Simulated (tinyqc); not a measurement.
Worked calculation: shallow donor in effective-mass theory, with valley-orbit splitting. Values are carried at full precision from step to step, so a last printed digit may differ when a step is redone from the rounded ones.

Constants: Ry = 13.60569312 eV; a0 (Bohr radius) = 0.5291772105 angstrom; hbar^2/2m0 = 3.80998211 eV angstrom^2; e^2/(4 pi eps0) = 14.39964547 eV angstrom.

Inputs chosen for the exercise (near those of a group-V donor in Si; the results hold for these values, not for the real material):
```
symbol  value  unit      meaning
ml      0.945  m0        longitudinal mass
mt      0.187  m0        transverse mass
eps     11.1             dielectric constant
a       23.2   angstrom  trial radius across the axis
b       11.5   angstrom  trial radius along the axis
E0      -32.7  meV       single-valley level
D0      6.44   meV       central-cell shift
D1      6.52   meV       coupling of perpendicular valleys
D2      5.29   meV       coupling of opposite valleys
Ds      9      meV       strain splitting: z valleys less the others
```

## Hydrogen-like estimates

Ry* = Ry m/eps^2 and a* = a0 eps/m for four choices of one mass: mt, the conductivity mass 3/(1/ml + 2/mt), the density-of-states mass (ml mt^2)^(1/3), and ml.

Estimates:
```
mass,m (m0),Ry* (meV),a* (angstrom)
mt,0.1870,20.65,31.41
conductivity,0.2552,28.19,23.01
density of states,0.3209,35.44,18.30
ml,0.9450,104.35,6.22
```

## Energy of one trial function

One valley: H = -c [(d2/dx2 + d2/dy2)/mt + (d2/dz2)/ml] - q/(eps r), c = hbar^2/2m0, q = e^2/(4 pi eps0). Trial function exp(-sqrt((x^2 + y^2)/a^2 + z^2/b^2)) with a > b: T = (c/3)(2/(mt a^2) + 1/(ml b^2)), V = -(q/eps) atan(u/b)/u, u = sqrt(a^2 - b^2). The central cell of the impurity is left out.

Evaluate T, V and E. Scaling both radii by f changes T to T/f^2 and V to V/f, so the best factor is f = -2T/V, with energy -V^2/(4T).

T = 35.398 meV
V = -67.742 meV
E = -32.344 meV
best scale factor = 1.0451
energy after scaling = -32.410 meV

The virial ratio -V/T is 1.914; it is 2 at the best scale. Scaling gains 0.066 meV.

## Scan over the shape

For each ratio b/a = 0.2, 0.3, ..., 0.9 the best scale follows from a = -2 T1/V1, with T1 and V1 taken at a = 1 angstrom.

Scan:
```
b/a,a (angstrom),b (angstrom),E (meV)
0.2,52.04,10.41,-17.420
0.3,33.12,9.94,-25.991
0.4,26.79,10.72,-30.621
0.5,24.17,12.09,-32.448
0.6,23.03,13.82,-32.644
0.7,22.60,15.82,-31.969
0.8,22.54,18.03,-30.858
0.9,22.71,20.44,-29.553
```

The best listed ratio is 0.6; (mt/ml)^(1/2) = 0.44 and (mt/ml)^(1/3) = 0.58 are common guesses.

## The minimum

Minimise over a and b. The Mott estimate n_c = (0.25/a_m)^3 uses a_m = (a^2 b)^(1/3); 1/angstrom^3 = 1e24/cm^3.

a = 23.33 angstrom
b = 13.18 angstrom
E = -32.705 meV
a_m = 19.28 angstrom
n_c = 2.18 x 1e18/cm^3

b/a = 0.565. The binding energy is 1.584 times Ry*(mt). The central cell of a real donor shrinks the orbit and raises n_c (3.7 x 1e18/cm^3 for P in Si).

## The valley-orbit matrix

Basis: the 1s envelopes of the valleys +x, -x, +y, -y, +z, -z. Diagonal E0 - D0, element -D2 between opposite valleys and -D1 between perpendicular ones. Strain along [001] adds 2 Ds/3 to the z valleys and -Ds/3 to the others.

Fill it in with the strain.

H (meV), lower triangle:
```
,+x,-x,+y,-y,+z,-z
+x,-42.140
-x,-5.290,-42.140
+y,-6.520,-6.520,-42.140
-y,-6.520,-6.520,-5.290,-42.140
+z,-6.520,-6.520,-6.520,-6.520,-33.140
-z,-6.520,-6.520,-6.520,-6.520,-5.290,-33.140
```

## Levels and ground state

Diagonalise. For the lowest state give the amplitudes (positive) and (sum of amplitudes)^2/6, the contact density relative to no strain.

levels (meV): -70.933  -36.850  -36.850  -34.390  -27.967  -27.850

amplitudes: +x 0.4349, -x 0.4349, +y 0.4349, -y 0.4349, +z 0.3489, -z 0.3489

relative contact density = 0.9902

The z valleys hold 24.4 % of the ground state, against 33.3 % without strain.

## Checks

- Energy from 21 anisotropic Gaussians against the two-parameter function, meV: -32.75 against -32.71.
- Unstrained levels against E0 - D0 - 4 D1 - D2 (A1), E0 - D0 + D2 (T2, threefold) and E0 - D0 + 2 D1 - D2 (E, twofold): they agree to 1e-10 or better.

Program tinyqc; command `OMP_NUM_THREADS=1 python tinyqc.py 1281070 1281071 out.jsonl`; about 0.01 s on one thread of a shared Intel(R) Xeon(R) Processor @ 2.30GHz.
